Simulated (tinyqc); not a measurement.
From results back to parameters: Koster-Slater impurity in an sp3s* host.

Problem. In the Koster-Slater model a defect shifts the s level of its site by Vs and the p levels by Vp; an A1 level solves 1/Vs = G_s(E) and a T2 level 1/Vp = G_p(E), E from the top of the valence band. A defect has an A1 level at E = 1.0657 eV, one of the energies of the table, and a T2 level at 0.3552 eV.

G(E) of the host (1/eV):
```
E (eV)        G_s        G_p
0.0000  0.0840451  0.4207860
0.1776  0.0792905  0.3100064
0.3552  0.0743814  0.2534643
0.5329  0.0691550  0.2128836
0.7105  0.0634158  0.1804732
0.8881  0.0568906  0.1529028
1.0657  0.0491564  0.1282338
1.2433  0.0394901  0.1050268
1.4209  0.0264950  0.0818511
```

Find: Vs, Vp.

Solution. Read G_s and G_p at the two energies and invert them. Vs is repulsive and pushes its level up from the valence bands. Vp is repulsive and pushes its level up from the valence bands.

Vs, Vp (eV): 20.3  3.9

Computed by tinyqc, a small Python program: `OMP_NUM_THREADS=1 python tinyqc.py 1480048 1480049 out.jsonl` (the numbers bound the seed that draws the inputs); one thread of a shared host (Intel(R) Xeon(R) Processor @ 2.30GHz), about 0.02 s for the whole set of steps.
